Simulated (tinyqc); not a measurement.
# Metal gate on a two-layer dielectric stack with fixed charge and a dipole, step by step

Computed by the program tinyqc: `OMP_NUM_THREADS=1 python tinyqc.py 2010152 2010153 out.jsonl`, one thread of a shared Intel Xeon 2.30GHz, about 0.01 s for the whole run. Printed values are rounded.

Gate, layer 2, layer 1, p-type semiconductor; x runs from the gate inwards. Charges are counted in units of +q. psi is the band bending at the surface, positive towards inversion. Classical charge, Boltzmann statistics, no interface traps.

Values chosen for this exercise; band and dielectric values close to those of silicon, layer 1 close to silicon dioxide, layer 2 close to zirconium oxide: temperature T = 350 K; band gap Eg = 1.13 eV; relative permittivity eps_r = 11.7; conduction-band density of states at T Nc = 3.59e19 cm^-3; valence-band density of states at T Nv = 3.3e19 cm^-3; electron affinity chi = 4.01 eV; acceptor density Na = 1.1e16 cm^-3; work function of the gate metal pM = 4.99 eV; thickness of layer 1, next to the semiconductor t1 = 0.4 nm; relative permittivity of layer 1 e1 = 3.78; thickness of layer 2, next to the gate t2 = 3.1 nm; relative permittivity of layer 2 e2 = 24.5; fixed charge at the semiconductor interface Q1 = 3.9e11 cm^-2; fixed charge between the layers Q2 = 4.4e11 cm^-2; uniform charge density in layer 1 r1 = 0 cm^-3; uniform charge density in layer 2 r2 = 0 cm^-3; flat-band shift by a dipole layer between the layers Vd = 0 V; band bending psi of the working point ps = -0.101 V.

Constants: q = 1.602176634e-19 C, kB = 1.380649e-23 J/K, Vt = kB T/q, eps0 = 8.8541878128e-14 F/cm where lengths are in cm. Results are converted to the units shown.

## Equivalent thickness and work-function difference

EOT = 3.9 (t1/e1 + t2/e2), Cox = eps0/(t1/e1 + t2/e2); phi_ms = pM - (chi + Eg - Vt ln(Nv/Na)).

EOT = 0.906168 nm
Cox = 3.81070 uF/cm^2
share of layer 1 in the EOT = 45.5433 %
phi_ms = 0.0914774 V

## Flat-band voltage, term by term

EOT = 3.9 (t1/e1 + t2/e2), Cox = eps0/(t1/e1 + t2/e2); phi_ms = pM - (chi + Eg - Vt ln(Nv/Na)). Vfb = phi_ms + Vd - (q/eps0) [Q1 (t1/e1 + t2/e2) + Q2 t2/e2 + r1 (t1^2/(2 e1) + t1 t2/e2) + r2 t2^2/(2 e2)]: each charge counts with its electrical distance from the gate.

terms (V): phi_ms 0.0914774, dipole 0.0000000, Q1 -0.0163972, Q2 -0.0100742, r1 0.0000000, r2 0.0000000
Vfb = 0.0650060 V

Apart from phi_ms the largest term is that of Q1, -16.4 mV; all charges and the dipole together move Vfb by -26.5 mV.

## Threshold voltage

ni = sqrt(Nc Nv) exp(-Eg/(2 Vt)), Eg in volts, pB = Vt ln(Na/ni), Vth = Vfb + 2 pB + sqrt(4 q eps0 eps_r Na pB)/Cox.

ni = 2.51862e11 cm^-3
pB = 0.322252 V
depletion charge = 0.0485117 uC/cm^2
Vth = 0.722241 V

## Charge in the semiconductor

ni = sqrt(Nc Nv) exp(-Eg/(2 Vt)), Eg in volts. Qs = -sign(psi) sqrt(2 q eps0 eps_r Na Vt [exp(-u) + u - 1 + (ni/Na)^2 (exp(u) - u - 1)]), u = psi/Vt.

Qs = 0.0515376 uC/cm^2

The surface is accumulated.

## Fields and voltage drops

Gauss: D = -Qs just inside the semiconductor; going towards the gate subtract q Q1, then q r1 t1, q Q2 and q r2 t2. Field = D/(eps0 e); the drop over a layer is its mean field times its thickness; Vg = phi_ms + Vd + psi + both drops.

```
place                        D (uC/cm^2)  field (MV/cm)
layer 2, gate side             -0.184518      -0.085060
layer 2, inner side            -0.184518      -0.085060
layer 1, outer side            -0.114022      -0.340683
layer 1, semiconductor side    -0.114022      -0.340683
semiconductor surface          -0.051538      -0.049750
```

drop over layer 2 = -0.0263685 V
drop over layer 1 = -0.0136273 V
Vg = -0.0495185 V

The same Vg follows from Vfb + psi - Qs/Cox. The largest field, 0.341 MV/cm in size, is at: layer 1, outer side.
